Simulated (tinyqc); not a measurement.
Square-lattice Ising model by mean field, Bethe lattice, transfer matrix, exact enumeration and Monte Carlo steps: one step, computed by the program tinyqc. Command: `OMP_NUM_THREADS=1 python tinyqc.py 3023698 3023699 out.jsonl ising walk`. One thread of a shared host (Intel(R) Xeon(R) Processor @ 2.30GHz), about 1 s of CPU time with the checks.

H = -J sum over nearest pairs s_i s_j, s = +-1, no field, periodic boundaries; energies per site are in J. As a lattice gas or an alloy, s marks which species holds the site.

Problem. Exact averages on the small cell. Weights count x exp(-K E); N = 20; u = <E>/N, c = K^2 (<E^2> - <E>^2)/N in k_B, Binder U = 1 - <M^4>/(3 <M^2>^2).

Inputs (values chosen for the exercise, for a model lattice): temperature T = 2670 K.

Enumerated cell: 4 x 5.

States of the 4 x 5 cell:

| E (J) | \|M\| | count |
|---|---|---|
| -40 | 20 | 2 |
| -32 | 18 | 40 |
| -28 | 16 | 80 |
| -24 | 4 | 10 |
| -24 | 12 | 50 |
| -24 | 14 | 240 |
| -24 | 16 | 300 |
| -20 | 0 | 44 |
| -20 | 2 | 80 |
| -20 | 6 | 80 |
| -20 | 8 | 160 |
| -20 | 10 | 408 |
| -20 | 12 | 680 |
| -20 | 14 | 960 |
| -16 | 0 | 260 |
| -16 | 2 | 640 |
| -16 | 4 | 1080 |
| -16 | 6 | 1280 |
| -16 | 8 | 1760 |
| -16 | 10 | 2200 |
| -16 | 12 | 3060 |
| -16 | 14 | 1080 |
| -12 | 0 | 2960 |
| -12 | 2 | 5800 |
| -12 | 4 | 5840 |
| -12 | 6 | 6680 |
| -12 | 8 | 7680 |
| -12 | 10 | 8400 |
| -12 | 12 | 3880 |
| -8 | 0 | 10380 |
| -8 | 2 | 21680 |
| -8 | 4 | 22650 |
| -8 | 6 | 23000 |
| -8 | 8 | 20620 |
| -8 | 10 | 11280 |
| -8 | 12 | 2020 |
| -4 | 0 | 30880 |
| -4 | 2 | 59640 |
| -4 | 4 | 54960 |
| -4 | 6 | 44240 |
| -4 | 8 | 25200 |
| -4 | 10 | 6680 |
| 0 | 0 | 48442 |
| 0 | 2 | 91280 |
| 0 | 4 | 72320 |
| 0 | 6 | 42880 |
| 0 | 8 | 15720 |
| 0 | 10 | 2040 |
| 4 | 0 | 46640 |
| 4 | 2 | 82600 |
| 4 | 4 | 55920 |
| 4 | 6 | 26200 |
| 4 | 8 | 5200 |
| 8 | 0 | 29000 |
| 8 | 2 | 49320 |
| 8 | 4 | 27960 |
| 8 | 6 | 8120 |
| 8 | 8 | 1180 |
| 12 | 0 | 11740 |
| 12 | 2 | 17960 |
| 12 | 4 | 8680 |
| 12 | 6 | 2160 |
| 16 | 0 | 3200 |
| 16 | 2 | 5360 |
| 16 | 4 | 1860 |
| 16 | 6 | 400 |
| 20 | 0 | 960 |
| 20 | 2 | 1200 |
| 20 | 4 | 600 |
| 24 | 0 | 200 |
| 24 | 2 | 280 |
| 24 | 4 | 60 |
| 28 | 0 | 40 |
| 28 | 2 | 80 |
| 32 | 0 | 10 |

K = 0.2564294

Give: ln Z / N; u, cell; heat capacity c, cell; <|m|>, cell; Binder cumulant U.

Solution.

ln Z / N = 0.7652

u, cell = -0.6262

heat capacity c, cell = 0.2421

<|m|>, cell = 0.3857

Binder cumulant U = 0.2743
